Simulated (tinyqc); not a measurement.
Band bending at a free surface with one surface level, surface photovoltage and Kelvin probe: one step of the calculation.

n-type bulk, xi = Ec - EF = Vt ln(Nc/Nd), p0 = ni^2/Nd, ni = sqrt(Nc Nv) exp(-Eg/(2 Vt)), Eg in volts. b is the upward band bending, u = b/Vt. Space charge per area, in units of q: Qc = sign(b) sqrt((2 eps0 eps_r Vt/q) [(Nd + dn)(exp(-u) - 1) + Nd u + (p0 + dn)(exp(u) - 1)]), with dn the excess density under light (flat quasi-Fermi levels; 0 in the dark). The level holds -Ns f, f = 1/(1 + exp((xi + b - Es)/Vt)). Neutrality: Qc + Qf + (charge of the states) = 0.

Problem. Work function and Kelvin-probe reading. Work function chi + xi + b; contact potential difference CPD = (work function of the sample) - pt. Depth of EF below Ec at the surface: xi + b. Depletion width Qc/Nd.

Values chosen for this exercise; band and dielectric values those of a made-up semiconductor: temperature T = 300 K; band gap Eg = 0.754 eV; relative permittivity eps_r = 20.2; conduction-band density of states at T Nc = 1.35e19 cm^-3; valence-band density of states at T Nv = 5.43e18 cm^-3; electron affinity chi = 5.16 eV; donor density Nd = 8.8e15 cm^-3; fixed positive charge at the surface Qf = 0 cm^-2; work function of the probe tip pt = 4.98 eV; density of an acceptor-like surface level Ns = 2.9e11 cm^-2; its depth below the conduction edge Es = 0.34 eV.

Constants: q = 1.602176634e-19 C, kB = 1.380649e-23 J/K, Vt = kB T/q, eps0 = 8.8541878128e-14 F/cm where lengths are in cm. Results are converted to the units shown.

converged b = 0.14701937 V

Find: xi + b; Qc; Qc/Nd; work function; CPD.

Solution.

xi + b = 0.3367 eV
Qc = 1.543e11 cm^-2
Qc/Nd = 175.4 nm
work function = 5.497 eV
CPD = 516.7 mV

The level is 53.2 % filled: the Fermi level is pinned at it.

Program tinyqc, `OMP_NUM_THREADS=1 python tinyqc.py 2430133 2430134 out.jsonl`; Intel Xeon 2.30GHz, shared host, one thread, about 0.01 s.
